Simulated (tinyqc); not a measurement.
# Classical Heisenberg spin chain: exact results, Metropolis, heat-bath and over-relaxation steps, and a Monte Carlo run, step by step

A worked calculation. Computed by tinyqc, a small Python program that keeps every step. Command: `OMP_NUM_THREADS=1 python tinyqc.py 3130028 3130029 out.jsonl heismc walk`. One thread of a shared host (Intel(R) Xeon(R) Processor @ 2.30GHz), about 0.3 s of CPU time with the checks. Intermediate numbers are printed to about 6 digits and carried at full precision; extremes and crossings named in words are read from the listed rows.

E = -J sum_i s_i . s_(i+1) for unit vectors s_i on an open chain; K = J/(k_B T).

Inputs (values chosen for the exercise, for a model chain of large moments):

| quantity | value | unit |
|---|---|---|
| coupling J | 37 | meV |
| temperature T | 89.7 | K |
| moment mu | 6.4 | mu_B |
| length N of the open chain | 8 | - |
| seed | 475440 | - |

Update: heat bath with over-relaxation.

Constants: k_B = 8.617333262e-05 eV/K; mu_B = 5.7883818060e-05 eV/T.

## Exact results

Each bond angle is independent, so u = <s_i . s_(i+1)> = coth K - 1/K, <s_i . s_(i+n)> = u^n, correlation length xi = -1/ln|u|, energy per bond -J u, heat capacity per bond c/k_B = 1 - K^2/sinh^2 K, and for the long chain chi = mu^2 (1 + u)/(3 k_B T (1 - u)) per spin.

K = 4.78670

u = 0.791227

xi = 4.27040 sites

energy per bond = -29.2754 meV

heat capacity = 0.993624 k_B/bond

chi over the Curie value = 8.57978

chi = 0.877217 mu_B/T per spin

For |K| >> 1, |u| = 1 - 1/|K| and xi = |K| - 1/2 = 4.29: the chain orders only at T = 0, and c tends to k_B, not to zero, a failure of classical spins.

## Finite chain

For N spins, <|sum s|^2>/N = (1 + u)/(1 - u) - 2 u (1 - u^N)/(N (1 - u)^2); the long chain has (1 + u)/(1 - u), chi over the Curie value, and the difference is relative to it.

<|sum s|^2>/N = 4.73860

difference from the long chain = -44.7702 %

## Four single-spin steps

four neighbouring spins (rows; components x, y, z):
```
         1        2        3
1  -0.4141  -0.8857  -0.2099
2  -0.7369  -0.6744  -0.0469
3   0.0508   0.8057   0.5901
4  -0.8600  -0.5100   0.0179
```

random numbers, one row a step:
```
        1       2       3
1  0.7105  0.7444  0.4281
2  0.4679  0.2134  0.5115
3  0.7662  0.6831  0.8647
4  0.1979  0.9444  0.0181
```

The given spins are first normalised. Spins 2 and 3 are updated in turn, with h = K (sum of the two neighbours). Heat bath: cos(theta) = 1 + ln(1 - r1 (1 - exp(-2 |h|)))/|h| about n = h/|h|, azimuth 2 pi r2 = phi in the frame a = n x z/|n x z|, b = n x a: s = n cos(theta) + sin(theta)(a cos(phi) + b sin(phi)); r1, r2 are the first two numbers of the row. Steps 2 and 4 are reflections, s -> 2 (s . h) h/|h|^2 - s, which keep the energy and use no random number.

Steps:

| spin | \|h\| | h . s before | h . s after | move | x | y | z |
|---|---|---|---|---|---|---|---|
| 2 | 2.54617 | 1.45427 | 1.32154 | heat bath | 0.248287 | 0.023871 | 0.968392 |
| 3 | 6.02302 | 0.76238 | 0.76238 | reflection | -0.173871 | -0.903524 | -0.391681 |
| 2 | 9.46379 | -3.69180 | 8.01050 | heat bath | -0.091466 | -0.974366 | 0.205536 |
| 3 | 8.50704 | 6.79267 | 6.79267 | reflection | -0.681077 | -0.430273 | 0.592452 |

## A run and its error bars

From the ordered state (alternating for J < 0), with each spin drawn from exp(h . s), h = K x sum of neighbours, 200 sweeps are discarded and 1600 recorded (even and odd sites in turn, each heat-bath sweep followed by two sweeps of reflections; random numbers not printed, so these rows are one sample). Errors are the scatter of block means over sqrt(number of blocks).

Blocking:

| block length | mean bond product | error | <\|sum s\|^2>/N | error |
|---|---|---|---|---|
| 1 | 0.789419 | 0.00200364 | 4.71740 | 0.0371459 |
| 4 | 0.789419 | 0.00224857 | 4.71740 | 0.0442166 |
| 16 | 0.789419 | 0.00224269 | 4.71740 | 0.0450820 |
| 40 | 0.789419 | 0.00233560 | 4.71740 | 0.0529164 |
| 80 | 0.789419 | 0.00199439 | 4.71740 | 0.0525646 |

With blocks of 40 the bond product is 0.8 error bars from the exact u = 0.7912, and <|sum s|^2>/N is 0.4 from the exact 4.739. Blocking to 40 changes the two errors by factors 1.2 and 1.4.

Checks made by the program: c against a difference of the energy (relative difference 5e-10).
